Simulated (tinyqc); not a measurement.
Berg model of reactive sputtering of a nitride or oxide: poisoning, hysteresis and pumping speed. Inputs raised by 2 %, one at a time. Computed by tinyqc, a small Python program. Command: `OMP_NUM_THREADS=1 python tinyqc.py 3028928 3028929 out.jsonl berg sens`. One thread of a shared host (Intel(R) Xeon(R) Processor @ 2.30GHz), about 0.07 s of CPU time with the checks.

A diatomic gas reacts with bare metal on the target and on the collecting surfaces; ions remove metal and compound from the target. theta_t and theta_c are the compound fractions.

Inputs (values chosen for the exercise, close to those used for tantalum nitride):
```
quantity                         value     unit
ion current density J               48  mA/cm^2
target area A_t                    190     cm^2
collecting area A_c               3700     cm^2
metal yield Y_m                   0.53        -
compound yield Y_c                0.19        -
sticking coefficient alpha        0.87        -
reactive atoms per metal atom z      1        -
gas mass M                          28        u
pumping speed S                    130      l/s
gas temperature T                  300        K
reactive partial pressure P      0.095       Pa
```

Constants: e = 1.602176634e-19 C; u = 1.6605390666e-27 kg; k_B = 1.380649e-23 J/K.

Method:
- Ion flux j = J/e; gas flux F = P/sqrt(2 pi M k_B T). Target: (2/z) alpha F (1 - theta_t) = j Y_c theta_t. Sputtered flows F_c = j Y_c theta_t A_t, F_m = j Y_m (1 - theta_t) A_t. Collector: (2/z) alpha F (1 - theta_c) A_c + F_c (1 - theta_c) = F_m theta_c. Gas use Q = alpha F [(1 - theta_t) A_t + (1 - theta_c) A_c] + P S/(k_B T); 1 sccm = 4.4780e17 molecules/s. Rate R = F_m + F_c, given relative to j Y_m A_t.
- P is a single-valued function of the flow Q only if dQ/dP > 0 everywhere: S must exceed k_B T times the steepest fall of the surface terms with P.
- Turning points solve dQ/dP = 0; a jump keeps Q fixed; the width of the loop is the difference of the two turning flows.

Runs:
```
input moved                        from      to  total flow Q (sccm)  rate relative to clean metal  theta_c  width of the loop (sccm)
base run                              -       -               21.020                       0.42711  0.99818                    3.3574
ion current density J (mA/cm^2)      48   48.96               21.348                       0.42834  0.99811                    3.4246
target area A_t (cm^2)              190   193.8               21.307                       0.42711  0.99814                    3.4256
metal yield Y_m                    0.53  0.5406               21.091                       0.42084  0.99814                    3.5385
compound yield Y_c                 0.19  0.1938               21.275                       0.43473  0.99815                    3.2441
sticking coefficient alpha         0.87  0.8874               20.980                       0.42591  0.99824                    3.4117
pumping speed S (l/s)               130   132.6               21.153                       0.42711  0.99818                    3.3030
reactive partial pressure P (Pa)  0.095  0.0969               21.114                       0.42591  0.99824                    3.3574
```

Exponents ln(y'/y) / ln(x'/x):
```
input                        total flow Q  rate relative to clean metal  theta_c  width of the loop
ion current density J               0.782                         0.144   -0.004              1.000
target area A_t                     0.684                         0.000   -0.002              1.015
metal yield Y_m                     0.171                        -0.748   -0.002              2.652
compound yield Y_c                  0.610                         0.892   -0.002             -1.734
sticking coefficient alpha         -0.095                        -0.143    0.003              0.809
pumping speed S                     0.319                         0.000    0.000             -0.826
reactive partial pressure P         0.224                        -0.143    0.003              0.000
```

To which inputs is each result most sensitive?

Among the inputs moved here: total flow Q answers most in size to ion current density J (exponent +0.782), next to target area A_t (+0.684). Rate relative to clean metal answers most in size to compound yield Y_c (exponent +0.892), next to metal yield Y_m (-0.748); its exponent is below 0.0005 for target area A_t, pumping speed S. Its exponent 0.000 in pumping speed S: at fixed P the pump plays no part. theta_c hardly depends on these (all exponents below 0.005). Width of the loop answers most in size to metal yield Y_m (exponent +2.652), next to compound yield Y_c (-1.734); its exponent is below 0.0005 for reactive partial pressure P.
